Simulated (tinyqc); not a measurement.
How thick the regions must be: ionisation potential and affinity of a slab from the planar-averaged potential.

A model of the planar-averaged electrostatic energy of an electron in a periodic cell of N1 periods of A (L1 = N1 n1 h) and N2 periods of vacuum (L2 = N2 n2 h), on z_j = j h: V(z) = f VA + (1 - f) VB + F t(z), VA = V1[0] + V1[1] cos(2 pi z/(n1 h)) + V1[2] cos(4 pi z/(n1 h)), VB the same with V2, n2 and z - L1. f = [tanh(z/w) - tanh((z - L1)/w) + tanh((z - L1 - L2)/w)]/2 + 1/2; t(z) = z - L1/2 in A and (L1/L2)(L1 + L2/2 - z) beyond, so that the cell is periodic.

Running mean over n points, periodic: for odd n the plain mean of the n points centred on j; for even n the n + 1 points with half weight at both ends. The macroscopic average applies the mean over n1 points and then over n2 points.

Inputs chosen for the exercise (gap near that of GaN; the results hold for these values, not for the real material):
- h = 0.25 angstrom (grid step)
- n1 = 6 (grid points per period of A)
- n2 = 6 (grid points per period of the vacuum filter)
- V1 = (-7.24, 1.98, 0.98) eV (mean and two harmonics of the potential in A)
- V2 = (0, 0, 0) eV (the same in vacuum)
- w = 0.51 angstrom (width of the interfaces)

N1 = N2 = N, no slope (F = 0); dV is read at j = floor(N n1/2) and N n1 + floor(N n2/2). The exact value is V2[0] - V1[0].

Results:

| N | L1 (angstrom) | dV (eV) | error (meV) |
|---|---|---|---|
| 1 | 1.50 | 2.6304 | -4609.61 |
| 2 | 3.00 | 6.4833 | -756.73 |
| 3 | 4.50 | 7.1886 | -51.44 |
| 4 | 6.00 | 7.2374 | -2.61 |
| 5 | 7.50 | 7.2399 | -0.15 |
| 6 | 9.00 | 7.2400 | -0.01 |

What can be read from this table?

The error is below 10 meV from N = 4 on. The two windows together span 3.00 angstrom and must fit between the interface tails, which fall as exp(-2 z/w); the errors at N = 2, 3 and 4 are -756.73, -51.44 and -2.61 meV.

tinyqc: `OMP_NUM_THREADS=1 python tinyqc.py 1880989 1880990 out.jsonl`; about 0.01 s, one thread, shared Intel(R) Xeon(R) Processor @ 2.30GHz.
